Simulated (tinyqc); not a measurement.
# Area and perimeter leakage from two diodes

Question. A square diode and a finger diode leak I = JA area + JP perimeter. Find JA, JP and the side of the square at which both parts are equal.

areas (um^2): [90000, 136000]
perimeters (um): [1200, 55080]
leakage currents (pA): [5.3232000, 12.624880]

Answer. Two linear equations give JA and JP; for a square of side a, JA a^2 = 4 JP a at a = 4 JP/JA.

JA = 5.800e-9 A/cm^2
JP = 8.600e-13 A/cm
side for equal parts = 5.931 um

Numbers from tinyqc (`OMP_NUM_THREADS=1 python tinyqc.py 2290157 2290158 out.jsonl`; about 0.01 s on one thread of a shared Intel Xeon 2.30GHz).
